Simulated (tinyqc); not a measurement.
## One-sided p+-n junction, ionisation integral and breakdown: multiplication against voltage

A p+ layer at x < 0 and an n drift layer from x = 0. Depletion approximation, built-in voltage neglected. Local ionisation coefficients alpha_n = an exp(-(bn/E)^mx), alpha_p = ap exp(-(bp/E)^mx). Electrons move towards +x, holes towards x = 0.

W = sqrt(2 eps0 eps_r V/(q N)), peak field E0 = q N W/(eps0 eps_r), falling linearly to 0 at W. G(x) = integral from 0 to x of (alpha_n - alpha_p); I_n = integral of alpha_n exp(-G) (electrons injected at x = 0), I_p = integral of alpha_p exp(G(end) - G) (holes injected at the far edge); M = 1/(1 - I). Integrals on a fine grid; BV is where I_n = 1. Here BV = 62.8752 V; the Miller exponent is n = ln(1 - 1/M)/ln(V/BV).

Values chosen for this exercise; material values close to those of silicon: relative permittivity eps_r = 11.5; prefactor of the electron ionisation coefficient an = 7.43e5 1/cm; field constant for electrons bn = 1.17e6 V/cm; prefactor of the hole ionisation coefficient ap = 1.6e6 1/cm; field constant for holes bp = 1.99e6 V/cm; exponent mx = 1; donor density of the drift layer N = 6.6e15 cm^-3.

Constants: q = 1.602176634e-19 C, eps0 = 8.8541878128e-14 F/cm where lengths are in cm. Results are converted to the units shown.

Result of one run:
```
V (V)	E0 (kV/cm)	I_n	I_p	M_n	M_p	Miller n, electrons	Miller n, holes
61.9	359	0.982	0.904	56.3	10.4	1.15	6.46
```

What becomes of these results when the reverse voltage V is changed from 61.9 to 57.8 V, all else the same?

Result of the changed run:
```
V (V)	E0 (kV/cm)	I_n	I_p	M_n	M_p	Miller n, electrons	Miller n, holes
57.8	346	0.902	0.588	10.2	2.43	1.22	6.32
```

The whole series:
```
V (V)	E0 (kV/cm)	I_n	I_p	M_n	M_p	Miller n, electrons	Miller n, holes
25.2	229	0.134	0.00608	1.15	1.01	2.20	5.58
31.4	255	0.258	0.0201	1.35	1.02	1.95	5.63
37.7	280	0.413	0.0532	1.70	1.06	1.73	5.74
44	302	0.577	0.122	2.36	1.14	1.54	5.89
50.3	323	0.735	0.258	3.77	1.35	1.38	6.07
54.1	335	0.823	0.394	5.65	1.65	1.29	6.19
57.8	346	0.902	0.588	10.2	2.43	1.22	6.32
60.4	354	0.954	0.773	21.7	4.41	1.17	6.41
61.9	359	0.982	0.904	56.3	10.4	1.15	6.46
```

M_n rises from 1.154 to 56.3 and M_p from 1.006 to 10.4; both diverge at BV. The Miller exponent for electrons falls from 2.20 to 1.15 and that for holes rises from 5.58 to 6.46. The larger multiplication belongs to electrons, whose coefficient at the peak field of the last row is 4.57 times the other.

Numbers from tinyqc (`OMP_NUM_THREADS=1 python tinyqc.py 2120034 2120035 out.jsonl`; about 0.04 s on one thread of a shared Intel Xeon 2.30GHz).
